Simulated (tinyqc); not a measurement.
# Frequency dispersion of an accumulation capacitance by border traps, distributed model: two studies

Traps spread evenly through the insulator exchange electrons with the semiconductor by tunnelling, with tau(x) = t0 exp(2 ka x) at depth x from the interface. The admittance per area Y seen at depth x obeys dY/dx = -Y^2/(i w eps0 eox) + q Nb ln(1 + i w tau)/tau, with Y(0) = i w Cs and w = 2 pi f; the gate sees Y(tox) = G + i w C. Working variable y = Y/(i w), in uF/cm^2. Cox = eps0 eox/tox.

Values chosen for this exercise; permittivity close to that of zirconium oxide:
```
symbol,value,unit,meaning
eox,22.1,,relative permittivity of the insulator
tox,9.5,nm,insulator thickness
Cs,4.5,uF/cm^2,semiconductor capacitance in accumulation
Nb,5.1e18,cm^-3 eV^-1,density of border traps
ka,4.1,1/nm,decay constant of the wave function in the insulator
t0,2e-10,s,time constant of a trap at the interface
f,1000,Hz,frequency
```

Constants: q = 1.602176634e-19 C, eps0 = 8.8541878128e-14 F/cm where lengths are in cm. Results are converted to the units shown.

Each table varies one quantity; the others keep the values above.

## Capacitance and loss against frequency

Cox; trap-free value 1/(1/Cox + 1/Cs); response depth d = ln(1/(w t0))/(2 ka), where w tau = 1; lumped estimate: all traps within d act as C_bt = q Nb d placed at d/2, so C = 1/{1/[1/(1/Cs + d/(2 eps0 eox)) + C_bt] + (tox - d/2)/(eps0 eox)}. C and G from a fine integration; dispersion -d C/d log10 f over C, from f times and over 1.1. For a broad spread of time constants G/w is close to -(pi/2) dC/d ln w.

The same in every row: trap-free C (uF/cm^2) = 1.413.

Results:
```
f (Hz)  d (nm)  C (uF/cm^2)  G/w (uF/cm^2)  dispersion (% a decade)  -(pi/2) dC/d ln w (uF/cm^2)  lumped C (uF/cm^2)
10       2.219        1.443       0.003492                   0.3546                     0.003491               1.440
100      1.938        1.438       0.003219                   0.3280                     0.003218               1.436
1000     1.657        1.434       0.002957                   0.3022                     0.002956               1.432
10000    1.376        1.429       0.002706                   0.2773                     0.002705               1.428
1e5      1.095        1.426       0.002466                   0.2534                     0.002464               1.424
1e7     0.5337        1.419       0.002011                   0.2082                     0.002015               1.418
```

Estimate the missing row, f = 1e6 Hz.

Computed row:
```
f (Hz)  d (nm)  C (uF/cm^2)  G/w (uF/cm^2)  dispersion (% a decade)  -(pi/2) dC/d ln w (uF/cm^2)  lumped C (uF/cm^2)
1e6     0.8146        1.422       0.002236                   0.2303                     0.002235               1.421
```

With this row back in the table: C falls from 1.443 to 1.419 uF/cm^2, towards the trap-free 1.413; each decade of frequency removes ln 10/(2 ka) = 0.281 nm from the response depth. The dispersion falls from 0.355 to 0.208 % a decade and G/w falls from 0.00349 to 0.00201 uF/cm^2. G/w lies between 0.998 and 1.00 times -(pi/2) dC/d ln w, the relation for a broad spread of time constants.

## Effect of the decay constant of the wave function in the insulator

Same model as above.

The same in every row: trap-free C (uF/cm^2) = 1.413.

Results:
```
ka (1/nm)  d (nm)  C (uF/cm^2)  G/w (uF/cm^2)  dispersion (% a decade)  -(pi/2) dC/d ln w (uF/cm^2)  lumped C (uF/cm^2)
2.5         2.717        1.455       0.006717                   0.6761                     0.006709               1.449
3.2         2.123        1.442       0.004401                   0.4470                     0.004397               1.439
3.9         1.742        1.435       0.003198                   0.3264                     0.003196               1.433
4.6         1.477        1.431       0.002480                   0.2540                     0.002479               1.429
5.3         1.282        1.428       0.002010                   0.2063                     0.002010               1.426
6           1.132        1.426       0.001682                   0.1729                     0.001682               1.424
7.4        0.9180        1.423       0.001259                   0.1297                     0.001259               1.422
```

Estimate the missing row, ka = 6.7 1/nm.

Computed row:
```
ka (1/nm)  d (nm)  C (uF/cm^2)  G/w (uF/cm^2)  dispersion (% a decade)  -(pi/2) dC/d ln w (uF/cm^2)  lumped C (uF/cm^2)
6.7         1.014        1.424       0.001442                   0.1484                     0.001442               1.423
```

With this row back in the table: As ka goes from 2.5 to 7.4, C falls from 1.45 to 1.42 uF/cm^2, the dispersion falls from 0.676 to 0.130 % a decade and G/w falls from 0.00672 to 0.00126 uF/cm^2. The lumped estimate is 0.36 % below C in the first row and 0.059 % below it in the last.

Program tinyqc, `OMP_NUM_THREADS=1 python tinyqc.py 2202070 2202071 out.jsonl`; Intel Xeon 2.30GHz, shared host, one thread, about 0.5 s.
